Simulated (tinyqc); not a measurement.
Comparisons within one model: localisation in a chain with random site energies (transfer matrices). A value that a table varies takes the place of the one given here.

Hopping -t; leads with site energy 0, E = -2t cos(ka). psi_(j+1) = ((e_j - E)/t) psi_j - psi_(j-1), a product of matrices M_j = [[(e_j - E)/t, -1], [1, 0]]. For M = M_N ... M_1 the transmission is T = 4 sin^2(ka)/|M21 - M12 + M22 exp(ika) - M11 exp(-ika)|^2. Long samples draw e_j = W (x_j/2147483647 - 1/2) from x_j = 16807 x_(j-1) mod 2147483647, starting at x0. The localisation length xi, in sites, is defined by ln T = -2N/xi on average; weak disorder gives xi = 24 (4t^2 - E^2)/W^2, and the mean free path for backscattering is xi/2.

Numerical xi = N/ln sqrt(psi_(N+1)^2 + psi_N^2) for N = 20000 sites from psi_1 = 1, psi_0 = 0; its statistical error is about xi sqrt(xi/N).

Parameters, chosen for this exercise: t = 0.69 eV (hopping); E = -0.57 eV (energy); x0 = 5533 (start of the number sequence); W = 1.47 eV (full width of the disorder).

## Localisation length against disorder

The same number sequence scaled by W.

xi (sites):

| W/t | W (eV) | numerical | error | weak disorder | strong: 1/(ln(W/2t) - 1) |
|---|---|---|---|---|---|
| 1.0 | 0.690 | 74.531 | 4.550 | 79.622 | - |
| 1.5 | 1.035 | 34.558 | 1.437 | 35.388 | - |
| 2.0 | 1.380 | 19.068 | 0.589 | 19.905 | - |
| 3.0 | 2.070 | 8.625 | 0.179 | 8.847 | - |
| 4.0 | 2.760 | 5.105 | 0.082 | 4.976 | - |
| 6.0 | 4.140 | 2.658 | 0.031 | 2.212 | - |
| 10.0 | 6.900 | 1.374 | 0.011 | 0.796 | 1.641 |
| 16.0 | 11.040 | 0.885 | 0.006 | 0.311 | 0.926 |

At W = t the numerical value is 74.5 +/- 4.5 against 79.6, and at 2t 19.07 +/- 0.59 against 19.91. The weak-disorder formula is within 15 % for W/t = 1, 1.5, 2, 3 and 4; at W = 16t it gives 0.31 and the strong-disorder form 0.93, against 0.89. All states of the chain are localised; disorder only sets the length.

## From ballistic to localised

200 samples of each length, cut one after another from the start of the sequence. Typical T = exp(mean ln T). Ohmic: 1/(1 + 2N/xi); localised: exp(-2N/xi), both with the weak-disorder xi.

Transmission:

| N | mean T | typical T | spread of ln T | ohmic | localised |
|---|---|---|---|---|---|
| 2 | 0.813 | 0.798 | 0.202 | 0.814 | 0.796 |
| 5 | 0.609 | 0.550 | 0.487 | 0.637 | 0.566 |
| 10 | 0.428 | 0.317 | 0.872 | 0.467 | 0.320 |
| 20 | 0.231 | 0.108 | 1.482 | 0.305 | 0.102 |
| 40 | 0.0734 | 0.0102 | 2.552 | 0.180 | 0.0105 |
| 80 | 0.0141 | 7.31e-05 | 3.904 | 0.0988 | 0.000109 |

With xi = 17.5 sites, mean and typical T are 0.609 and 0.550 at N = 5, and 0.0141 and 7.31e-05 at N = 80, where ln T scatters by 3.9. The slope of ln(typical T) between 40 and 80 sites gives xi = 16.2, uncertain by about 7 % from the scatter of 200 samples. At N = 80 the ohmic law gives 1.35e+03 times the typical value: a single channel has no ohmic range beyond a mean free path, and the mean is carried by rare resonant samples.

## What each parameter does

Numerical and weak-disorder xi. Each row changes one parameter from the base and keeps the others.

Results:

| case | numerical xi (sites) | weak-disorder xi (sites) |
|---|---|---|
| base | 16.88 | 17.54 |
| t = 0.793 eV | 23.32 | 24.33 |
| E = -0.4 eV | 19.39 | 19.37 |
| W = 1.764 eV | 11.58 | 12.18 |
| x0 = 5534 | 17.23 | 17.54 |

The largest shifts from the base row, up to three for each result and ties (the steps differ in size, so this ranks the rows, not the parameters). numerical xi (sites): t +6.43, W -5.31, E +2.50. weak-disorder xi (sites): t +6.79, W -5.36, E +1.83; unchanged at the printed digits by x0. A new x0 is another sample of the same disorder; its shift is one draw of the statistical scatter, about xi sqrt(xi/N); the other rows share one sample, so their errors are correlated.

(tinyqc, `OMP_NUM_THREADS=1 python tinyqc.py 1451887 1451888 out.jsonl`, Intel(R) Xeon(R) Processor @ 2.30GHz, 1 thread, shared host, about 0.08 s.)
